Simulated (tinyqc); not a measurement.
Layer against dose: implant damage, amorphisation by cascade overlap, and solid-phase epitaxial regrowth. Computed by tinyqc, a small Python program. Command: `OMP_NUM_THREADS=1 python tinyqc.py 3110643 3110644 out.jsonl sper walk`. One thread of a shared host (Intel(R) Xeon(R) Processor @ 2.30GHz), about 0.01 s of CPU time with the checks.

Range and width of the damage are inputs. Dynamic annealing enters only through the surviving share f.

Inputs (values chosen for the exercise, modelled on silicon ions in silicon):
```
quantity                           value    unit
atomic density N                    49.9  1/nm^3
ion Z1                                14       -
ion mass M1                           28       u
target Z2                             14       -
target mass M2                     28.09       u
ion energy E                          47     keV
displacement energy E_d               14      eV
depth of the damage peak R_d          46      nm
width of the damage profile s_d       25      nm
share of defects that survive f     0.44       -
critical displaced share x_c        0.14       -
dose Q                           1.2e+15  1/cm^2
```

Constants: a_0 = 0.529177210903 angstrom; e^2/(4 pi eps_0) = 14.39964548 eV angstrom.

Method. Robinson partition: eps = E a M2/(Z1 Z2 (e^2/(4 pi eps_0)) (M1 + M2)), a = 0.8853 a_0/sqrt(Z1^(2/3) + Z2^(2/3)); k = 0.0793 Z1^(2/3) Z2^(1/2) (M1 + M2)^(3/2)/((Z1^(2/3) + Z2^(2/3))^(3/4) M1^(3/2) M2^(1/2)); damage energy T_d = E/(1 + k (eps + 0.40244 eps^(3/4) + 3.4008 eps^(1/6))); displacements nu = 0.8 T_d/(2 E_d). Displaced share x(z) = f nu Q exp(-(z - R_d)^2/(2 s_d^2))/(sqrt(2 pi) s_d N); the layer is amorphous where x > x_c, between R_d -/+ s_d sqrt(2 ln(x_max/x_c)), the upper edge being cut at the surface. Threshold dose Q_c = Q x_c/x_max.

threshold dose Q_c = 1.29146e+14 1/cm^2

displacements per ion nu = 770.413

Dose series; the last column is f nu Q erfc((z2 - R_d)/(sqrt2 s_d))/2:
```
Q (1/cm^2)   x_max  upper edge (nm)  lower edge (nm)  displaced atoms beyond z2 (1/cm^2)
1.42e+14    0.1539           35.110            56.89                          1.5960e+16
1.94e+14    0.2103           23.447            68.55                          1.2067e+16
3.23e+14    0.3501           12.149            79.85                          9.6202e+15
5.17e+14    0.5604            4.360            87.64                          8.3942e+15
9.04e+14    0.9800            0.000            95.32                          7.4347e+15
1.55e+15    1.6803            0.000           101.73                          6.7750e+15
3.23e+15    3.5015            0.000           109.44                          6.1133e+15
6.46e+15    7.0029            0.000           115.93                          5.6423e+15
```

What does the comparison show, and why?

A dose 45 times larger moves the lower edge from 56.9 to 116 nm, as the root of a logarithm, and the damage beyond it falls by a factor 2.8, since the edge lies on an ever steeper tail. The layer reaches the surface at Q_c exp(R_d^2/(2 s_d^2)) = 7.02e14 per cm^2.
